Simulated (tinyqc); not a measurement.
Inside a calculation. Model: Schottky barrier with interface states (Cowley-Sze model), image lowering and contact resistance. Computed by tinyqc, a small Python program that keeps every step. Command: `OMP_NUM_THREADS=1 python tinyqc.py 3012435 3012436 out.jsonl pinning walk`. One thread of a shared host (Intel(R) Xeon(R) Processor @ 2.30GHz), about 0.01 s of CPU time with the checks. Intermediate numbers are printed to about 6 digits and carried at full precision; extremes and crossings named in words are read from the listed rows.

An n-type semiconductor under a metal. The barrier lies between the Schottky-Mott limit phi_M - chi and the Bardeen limit E_g - E_n, E_n being the neutrality level of the interface states; the space-charge term of the full Cowley-Sze expression is left out.

Inputs (values chosen for the exercise, for a model semiconductor):
```
quantity                                       value         unit
gap E_g                                         3.14           eV
electron affinity chi                           3.86           eV
metal work function phi_M                       4.78           eV
neutrality level E_n above the valence band    0.641           eV
interface-state density D                    2.4e+14  cm^-2 eV^-1
dipole layer thickness delta                    0.32           nm
dipole layer constant eps_i                        1            -
dielectric constant eps_s                       10.1            -
electron mass m_e                              0.323          m_0
valleys M_c                                        3            -
donor density N                              5.3e+15        cm^-3
temperature T                                    200            K
reverse bias V_r                                 4.2            V
```

Pinning factor from: interface states.

Constants: e = 1.602176634e-19 C; eps_0 = 8.8541878128e-12 F/m; k_B = 8.617333262e-05 eV/K; m_0 = 9.1093837015e-31 kg; k_B = 1.380649e-23 J/K; h = 6.62607015e-34 J s; hbar = 1.054571817e-34 J s.

## Pinning factor and barrier

S = 1/(1 + e^2 D delta/(eps_i eps_0)); for D per eV, e^2 D is the number e x D in SI units, with 1 cm^-2 = 1e4 m^-2. phi_B = S (phi_M - chi) + (1 - S)(E_g - E_n); the hole barrier is E_g - phi_B.

pinning factor S = 0.0671273

Schottky-Mott barrier = 0.92 eV

Bardeen barrier = 2.499 eV

barrier phi_B = 2.39301 eV

hole barrier = 0.746994 eV

The contact is strongly pinned: the metal hardly matters.

## Depletion layer and image lowering under reverse bias

N_c = 2 M_c (2 pi m_e k_B T/h^2)^(3/2); xi = E_c - E_F solves N = N_c F_1/2(-xi/k_B T) (bisection; full ionisation). F_1/2(eta) = (2/sqrt(pi)) int_0^infinity sqrt(x)/(1 + exp(x - eta)) dx, by the trapezoid rule in t = sqrt(x) with step 0.02 up to t = 12 (for eta < -12 by exp(eta) - exp(2 eta)/2^(3/2)). V_bi = phi_B - xi; W = sqrt(2 eps_s eps_0 (V_bi + V_r - k_B T/e)/(e N)); field at the metal E_m = e N W/(eps_s eps_0); image lowering sqrt(e E_m/(4 pi eps_s eps_0)).

N_c = 7.52246e+18 cm^-3

xi = 0.125084 eV

built-in voltage V_bi = 2.26792 V

depletion width W = 1165.63 nm

field E_m = 110682 V/cm

image lowering = 0.0397240 eV

## Thermionic current

A* = 4 pi e m_e M_c k_B^2/h^3 (a simple valley count); J_s = A* T^2 exp(-phi/k_B T). J_0 uses phi_B; the reverse current uses phi_B less the image lowering, times 1 - exp(-V_r/k_B T).

Richardson constant A* = 116.448 A cm^-2 K^-2

J_0 = 2.32861e-54 A/cm^2

thermionic reverse current = 2.33398e-53 A/cm^2

Image lowering raises the reverse current by a factor 10.0. Caution: so small an emission current is nominal: generation, tunnelling and edge leakage set the real one.

## Tunnelling scale and contact resistivity

E_00 = (e hbar/2) sqrt(N/(m_e eps_s eps_0)), E_0 = E_00 coth(E_00/k_B T); scaling form of the contact resistivity rho_c = (k_B/(e A* T)) exp(phi_B/E_0), which is the thermionic result when E_00 << k_B T and keeps only the leading exponential of tunnelling when E_00 >> k_B T; image lowering is left out of it.

E_00 = 7.48347e-04 eV

E_00/k_B T = 0.0434211

E_0 = 0.0172455 eV

contact resistivity rho_c = 6.78325e+51 ohm cm^2

With the usual bounds 0.5 and 5 on E_00/k_B T the regime is thermionic emission; so large a rho_c means a blocking contact.

## Choosing the metal

The formulas are those given above.

Against work function:
```
phi_M (eV)  Schottky-Mott (eV)  phi_B (eV)  J_0 (A/cm^2)  rho_c (ohm cm^2)
3.86                      0.00     2.33125   8.38124e-53       1.88888e+50
4.09                      0.23     2.34669   3.42180e-53       4.62394e+50
4.32                      0.46     2.36213   1.39702e-53       1.13193e+51
4.55                      0.69     2.37757   5.70360e-54       2.77095e+51
4.77                      0.91     2.39233   2.42109e-54       6.52429e+51
5.00                      1.14     2.40777   9.88459e-55       1.59714e+52
5.23                      1.37     2.42321   4.03558e-55       3.90977e+52
5.46                      1.60     2.43865   1.64760e-55       9.57105e+52
```

A span of 1.60 eV in work function moves the barrier by 0.107 eV (slope S = 0.067) and rho_c by 2.7 decades. The barrier equals its Schottky-Mott value only at phi_M = chi + E_g - E_n = 6.36 eV, where the interface states are neutral (beyond the work function of any metal).

## Doping the contact

Regimes: thermionic below E_00/k_B T = 0.5, field emission above 5.

Against doping:
```
N (cm^-3)  1e10/sqrt(N)   E_00/k_B T  rho_c (ohm cm^2)                     regime
1.00e+16    1.00000e+02  5.96434e-02       6.27920e+51        thermionic emission
1.00e+17    3.16228e+01  1.88609e-01       1.45982e+51        thermionic emission
1.00e+18    1.00000e+01  5.96434e-01       4.05826e+45  thermionic-field emission
3.00e+18    5.77350e+00  1.03305e+00       6.51424e+36  thermionic-field emission
1.00e+19    3.16228e+00  1.88609e+00       1.26460e+22  thermionic-field emission
3.00e+19    1.82574e+00  3.26680e+00       9.40508e+09  thermionic-field emission
1.00e+20    1.00000e+00  5.96434e+00       4.76812e+01             field emission
3.00e+20    5.77350e-01  1.03305e+01       2.54319e-03             field emission
1.00e+21    3.16228e-01  1.88609e+01       5.82585e-06             field emission
```

Even over the thermionic rows rho_c falls by a factor 4.3, since the barrier is many E_0 high, and then it falls faster, by 57.0 decades in all; in field emission ln rho_c is linear in 1/sqrt(N). It stays above 1e-7 ohm cm^2 at every listed doping.

Checks made by the program: charge in the layer against the field (relative difference below 1e-10).
